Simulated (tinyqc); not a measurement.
Admittance spectroscopy and thermally stimulated current of one trap level in a depletion layer: one step, computed by the program tinyqc. Command: `OMP_NUM_THREADS=1 python tinyqc.py 3110386 3110387 out.jsonl admit walk`. One thread of a shared host (Intel(R) Xeon(R) Processor @ 2.30GHz), about 0.01 s of CPU time with the checks.

A Schottky junction on n-type material holds one donor-like electron trap; shallow donors are fully ionised and abrupt depletion edges are assumed.

Task: Temperature of the peak. N_c = 2 (2 pi m k_B T/h^2)^(3/2), v_th = sqrt(3 k_B T/m), emission rate e_n = sigma v_th N_c exp(-E_t/(k_B T)). Where the level crosses the Fermi level capture equals emission, so the trap follows the signal with the rate 2 e_n; G/omega peaks at omega = 2 e_n (the correction for large N_t/N is left out). Solve 2 e_n(T_p) = 2 pi f.

Inputs (values chosen for the exercise, modelled on n-type silicon):

| quantity | value | unit |
|---|---|---|
| density-of-states mass m | 1.04 | m_0 |
| shallow doping N | 1e+15 | 1/cm^3 |
| trap depth E_t below the band | 0.428 | eV |
| capture cross section sigma | 6e-16 | cm^2 |
| test frequency f | 300000 | Hz |

Constants: k_B = 1.380649e-23 J/K; m_0 = 9.1093837015e-31 kg; h = 6.62607015e-34 J s; k_B = 8.617333262e-05 eV/K.

Give: peak temperature T_p; N_c at T_p; e_n at T_p; E_c - E_F = k_B T_p ln(N_c/N).

Result:

peak temperature T_p = 390.9 K

N_c at T_p = 3.959e+19 1/cm^3

e_n at T_p = 9.425e+05 1/s

E_c - E_F = k_B T_p ln(N_c/N) = 0.3566 eV
